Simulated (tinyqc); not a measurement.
# Trap density and cross-section from the conductance peak

Inverse problem. For a continuum of interface traps on an n-type substrate Gp/w peaks at 2 pi f tau = 1.9803 with the height 0.40237 q Dit, and tau = 1/(sn vth Nd exp(psi/Vt)) with psi = ps. Find Dit, tau and sn.

Inputs (values chosen for the exercise): temperature T = 200 K; donor density Nd = 1.3e17 cm^-3; band bending psi ps = -0.116 V; thermal velocity vth = 2.1e7 cm/s.

Constants: q = 1.602176634e-19 C, kB = 1.380649e-23 J/K, Vt = kB T/q. Results are converted to the units shown.

peak Gp/w = 199.84702 nF/cm^2
frequency of the peak = 8.4227958e6 Hz

Solution. The height gives Dit, the position tau, and tau with the surface density gives sn.

Dit = 3.100e12 cm^-2 eV^-1
tau = 3.742e-8 s
sn = 8.200e-15 cm^2

Numbers from tinyqc (`OMP_NUM_THREADS=1 python tinyqc.py 2030032 2030033 out.jsonl`; about 0.01 s on one thread of a shared Intel Xeon 2.30GHz).
